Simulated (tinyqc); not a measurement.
## Inductance and parasitic capacitance from two readings

Inverse problem. A loss-free coil L in parallel with C shows the apparent inductance L/(1 - w^2 L C), w = 2 pi f. Find L, C and the self-resonance 1/(2 pi sqrt(L C)).

apparent inductance at 5.2 and 12 GHz (nH): [3.1271452, 6.3222462]

Answer. The inverse of the reading is 1/L - w^2 C, a straight line in w^2.

L = 2.80 nH
C = 35.0 fF
self-resonance = 16.1 GHz

Program tinyqc, `OMP_NUM_THREADS=1 python tinyqc.py 2302164 2302165 out.jsonl`; Intel Xeon 2.30GHz, shared host, one thread, about 0.01 s.
